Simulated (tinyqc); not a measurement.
Moment against band filling: Stoner model of a band ferromagnet.

Density of states per atom and spin: flat with a rise to the top, D(e) = (M/W) [1 - sp + 4 sp (e/W + 1/2)^3]. Levels e -/+ I m/2 for up and down spin, m = n_up - n_down, n_up + n_down = nd. At zero temperature e(N) is the energy below which N states lie, and E(m) = sum over spins of integral e D de - I m^2/4.

Values chosen for the exercise: W = 4.2 eV (band width, e from -W/2 to W/2); M = 5 (states per atom and spin); sp = 0.47 (shape parameter); I = 0.71 eV (Stoner parameter).

Rigid band, I fixed: a Slater-Pauling curve.

Results:
```
nd   I D(EF)  m (muB)  m_max
3.0    0.655    0.000    3.0
4.0    0.830    0.000    4.0
5.0    1.025    1.473    5.0
6.0    1.228    4.000    4.0
6.5    1.330    3.500    3.5
7.0    1.432    3.000    3.0
7.5    1.534    2.500    2.5
8.0    1.636    2.000    2.0
8.5    1.737    1.500    1.5
9.0    1.838    1.000    1.0
9.5    1.938    0.500    0.5
```

Magnetic fillings among those listed: 5.0, 6.0, 6.5, 7.0, 7.5, 8.0, 8.5, 9.0 and 9.5; the largest moment is 4.00 at nd = 6. At 6.0, 6.5, 7.0, 7.5, 8.0, 8.5, 9.0 and 9.5 the moment is saturated and follows m_max, changing by one per electron.

tinyqc: `OMP_NUM_THREADS=1 python tinyqc.py 1651243 1651244 out.jsonl`; about 0.2 s, one thread, shared Intel(R) Xeon(R) Processor @ 2.30GHz.
